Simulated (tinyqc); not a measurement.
Minority carriers and saturation current of a heavily doped emitter: effect of temperature on the narrowing factor.

n-type, parabolic bands, full ionisation. eta = (EF - Ec)/kB T solves N = Nc F12(eta), F12(x) = (2/sqrt(pi)) int_0^infinity sqrt(u)/(1 + exp(u - x)) du. The gap shrinks rigidly by dEg = E1 [ln(N/N0) + sqrt(ln^2(N/N0) + 0.5)], an empirical law that is here taken as the true narrowing.

Nc is given at 300 K and scales as T^1.5; dEg is held. The factor nie^2/ni^2 = exp(dEg/kB T) g, g = F12(eta) exp(-eta), divides the current gain of a transistor with this emitter.

Parameters, values chosen for the exercise; band and dielectric values those of a made-up semiconductor:
- Nc = 1.27e19 cm^-3 (conduction-band density of states at 300 K)
- N = 3e18 cm^-3 (ionised donor density)
- E1 = 8.8 meV (energy of the narrowing law)
- N0 = 7.7e16 cm^-3 (density of the narrowing law)

Constants: q = 1.602176634e-19 C, kB = 1.380649e-23 J/K, Vt = kB T/q. Results are converted to the units shown.

Effect of temperature on the narrowing factor:
```
T (K),eta,g,nie^2/ni^2,its logarithm
150,-0.16921,0.79132,121.38,4.7989
200,-0.68228,0.85855,37.421,3.6222
250,-1.0602,0.89645,18.366,2.9105
300,-1.3597,0.92013,11.396,2.4332
350,-1.6081,0.93603,8.0921,2.0909
400,-1.8204,0.94731,6.2541,1.8332
450,-2.0058,0.95564,5.1155,1.6323
```

What does the comparison show?

The factor falls from 121 to 5.12. Its slope against q/kB T is 60.8 meV between the first two rows and 62.3 meV between the last two, against dEg = 65.1 meV: degeneracy takes back part of the narrowing. The factor grows on cooling, so the current gain of such a transistor falls.

Range of the model: Band tails, non-parabolic bands and incomplete ionisation are left out.

Program tinyqc, `OMP_NUM_THREADS=1 python tinyqc.py 2330171 2330172 out.jsonl`; Intel Xeon 2.30GHz, shared host, one thread, about 0.01 s.
